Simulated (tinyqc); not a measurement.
Inside a calculation: dielectric confinement in a thin film (image charges). Values are carried at full precision from step to step, so a last printed digit may differ when a step is redone from the rounded ones.

A film |z| < t/2 of dielectric constant eps between half-spaces of dielectric constant e2; lam = (eps - e2)/(eps + e2), q = e^2/(4 pi eps0). The self-energy of a band edge is taken with the high-frequency value, e2 = eh, and the field of a fixed ion with the static one, e2 = eo. A charge at z has images lam^|n| at n t + (-1)^n z. Its self-energy is S(z) = (q/2 eps) sum over n >= 1 of lam^n [1/(n t - 2z) + 1/(n t + 2z)] for odd n and 2 lam^n/(n t) for even n; at the centre S(0) = -(q/(eps t)) ln(1 - lam).

Constants: e^2/(4 pi eps0) = 14.39964547 eV angstrom; hbar^2/2m0 = 3.80998211 eV angstrom^2; Ry = 13.60569312 eV.

Inputs chosen for the exercise (near those of a Si (100) film, two-fold valleys, between layers of Si3N4; not measured data): t = 84 angstrom (film thickness); eps = 11.6 (dielectric constant of the film); eh = 3.9 (high-frequency dielectric constant outside); mz = 0.914 m0 (mass across the film); eo = 7.6 (static dielectric constant outside); m = 0.193 m0 (mass in the plane).

## Images for a charge at the centre

Give lam, the first five terms (q/eps) lam^n/(n t), their sum and the closed form.

lam = 0.4968

terms (meV): [7.34, 1.82, 0.60, 0.23, 0.09]

sum of five = 10.08 meV
S(0) = 10.15 meV

The surroundings screen less than the film, so the images repel and each band edge moves outwards: the gap changes by about 2 S = +20 meV. The static value 7.6 would give S(0) = +3.5 meV.

## Self-energy across the film

S at 2z/t = 0, 0.2, 0.4, 0.6, 0.8 and 0.9, summed to n = 399.

Self-energy:
```
2z/t  z (angstrom)  S (meV)
0.0            0.0    10.15
0.2            8.4    10.46
0.4           16.8    11.56
0.6           25.2    14.30
0.8           33.6    23.25
0.9           37.8    41.51
```

Towards the wall S diverges as (q lam/4 eps)/(distance), an artefact of the abrupt interface that the vanishing envelope makes harmless.

## Shift of the subband edge

First order: <S> over the envelope (2/t) cos^2(pi z/t), beside the confinement energy c (pi/t)^2/mz, c = hbar^2/2m0.

<S> = 11.76 meV
confinement energy = 5.83 meV

|<S>| is 2.02 times the confinement energy; the first goes as 1/t and the second as 1/t^2, so they are equal at t = 42 angstrom.

## Binding of a donor

Donor at the centre, lam from the static eo, trial function cos(pi z/t) exp(-rho/l): E(l) = c/(m l^2) - (q/eps) times the integral over k of F(k t) (1 + (k l/2)^2)^(-3/2), with F(x) = F0 + 2 lam exp(-x) G/(1 - lam exp(-x)), F0 = 2[(1 - exp(-x/2))/x + x (1 + exp(-x/2))/(x^2 + 4 pi^2)], G = 2 sinh(x/2)[1/x - x/(x^2 + 4 pi^2)]; c = hbar^2/2m0. The binding energy is -E at the minimum, counted from the subband edge with its self-energy.

Minimise over l with and without images (lam = 0); Ry* = Ry m/eps^2.

Donor:
```
case         l (angstrom)  binding (meV)  in Ry*
no images            34.4           30.7    1.57
with images          33.8           37.2    1.91
```

Ry* = 19.51 meV

The images change the binding by +6.5 meV, against -2 (q/(eps t)) ln(1 - lam) = +6.9 meV for an orbit much smaller than t. At 300 K the binding is 1.4 kB T. The next even subband, the first that a centred donor mixes in, lies within about the binding energy, so one cosine is a poor basis and the binding is understated. The film is 2.6 times a* = a0 eps/m thick, where this separable function underbinds.

## Checks

- S(0) from the series against the closed form, meV: both 10.15.
- F(2.3) for lam = 0.4968 from a direct sum over images against the closed form: both 0.8437.

Run: tinyqc, `OMP_NUM_THREADS=1 python tinyqc.py 1250031 1250032 out.jsonl`; Intel(R) Xeon(R) Processor @ 2.30GHz, one thread, shared host; about 0.06 s of CPU time with all checks.
